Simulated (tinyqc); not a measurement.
One level coupled to a phonon between two leads, self-consistent Born approximation: two steps of the calculation.

Wide-band leads with mu_L = +V/2 and mu_R = -V/2; phonons in equilibrium, Nq = 1/(exp(w0/kB T) - 1). Scattering links only energies that differ by w0, so a ladder E_k = E1 + k w0 closes on itself; terms that reach past its ends are dropped. Gn and Gp are the electron and hole parts of the spectral function A = Gn + Gp.

Inputs (values chosen for the exercise):

| symbol | value | unit | meaning |
|---|---|---|---|
| T | 300 | K | temperature of leads and phonons |
| w0 | 120 | meV | phonon energy |
| GL | 36 | meV | coupling to the left lead |
| GR | 38 | meV | coupling to the right lead |
| M | 44 | meV | electron-phonon matrix element |

Constants: q = 1.602176634e-19 C, kB = 1.380649e-23 J/K, Vt = kB T/q. Results are converted to the units shown.

Question 1. Scattering functions. Sin(E) = M^2 [(Nq + 1) Gn(E + w0) + Nq Gn(E - w0)], Sout(E) = M^2 [(Nq + 1) Gp(E - w0) + Nq Gp(E + w0)]. Nq = 1/(exp(w0/kB T) - 1).

Gn after iteration 1, rung 0 to 5 (1/meV): [0.0018435393, 0.0056745583, 0.0051911441, 1.2798673e-5, 3.2998101e-8, 1.4857665e-10]
Gp after iteration 1, rung 0 to 5 (1/meV): [5.8102185e-5, 0.0037923992, 0.023033850, 0.0042941838, 0.0010320128, 4.8187874e-4]

Give: Sin; Sout.

Answer 1.

Sin, rung 0 to 5 (meV): [11.09, 10.18, 0.1320, 0.09789, 2.415e-4, 6.219e-7]
Sout, rung 0 to 5 (meV): [0.07147, 0.5477, 7.494, 45.05, 8.404, 2.017]

Question 2. Currents on the rungs. Spectral currents into the level: iL = GL [fL Gp - (1 - fL) Gn], iR = GR [fR Gp - (1 - fR) Gn].

converged Gn, rung 0 to 5 (1/meV): [0.0018810700, 0.0055845033, 0.0052134592, 1.2409699e-5, 3.3634844e-8, 1.4891601e-10]
converged Gp, rung 0 to 5 (1/meV): [5.7948737e-5, 0.0038122237, 0.023022029, 0.0043079319, 0.0010660131, 4.8315749e-4]
fL, rung 0 to 5: [0.99986838, 0.98652924, 0.41383462, 0.0067600446, 6.5607821e-5, 6.3251752e-7]
fR, rung 0 to 5: [0.93517481, 0.12209188, 0.0013388890, 1.2924375e-5, 1.2459592e-7, 1.2011372e-9]

Wanted: iL; iR; iL + iR; sum of iL.

Answer 2.

iL, rung 0 to 5: [0.00208, 0.13268, 0.23297, 0.00060, 0.00000, 0.00000]
iR, rung 0 to 5: [-0.00257, -0.16862, -0.19667, -0.00047, 0.00000, 0.00000]
iL + iR, rung 0 to 5: [-0.000497, -0.035932, 0.036294, 0.000135, 0.000000, 0.000000]
sum of iL = 0.36834

On a single rung iL + iR need not vanish (largest 0.036), since phonons move electrons between rungs; summed over the ladder it does.

Range of the model: The self-consistent Born approximation keeps only non-crossing phonon lines and no Hartree shift; it is rough once the coupling nears the phonon energy.

tinyqc, about 0.08 s, one thread, Intel Xeon 2.30GHz (shared host): `OMP_NUM_THREADS=1 python tinyqc.py 2720035 2720036 out.jsonl`
